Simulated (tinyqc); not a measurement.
# Gain of the pnp from the holding current

Question. On state with both base-emitter voltages at Von: npn base current Ib = (Von/Rs + bp Von/Rw)/(bn bp - 1), holding current Ih = (bn + 1) Ib + Von/Rs. Find bp.

Inputs (values chosen for the exercise):
- bn = 15.1 (current gain of the npn)
- Rs = 94 ohm (substrate resistance shunting the npn)
- Rw = 3300 ohm (well resistance shunting the pnp)
- Von = 0.68 V (base-emitter voltage in the on state)

Ih = 9.1966591 mA

Answer. Ih gives Ib, and Ib (bn bp - 1) = Von/Rs + bp Von/Rw is linear in bp.

bp = 4.50

Numbers from tinyqc (`OMP_NUM_THREADS=1 python tinyqc.py 2670118 2670119 out.jsonl`; about 0.07 s on one thread of a shared Intel Xeon 2.30GHz).
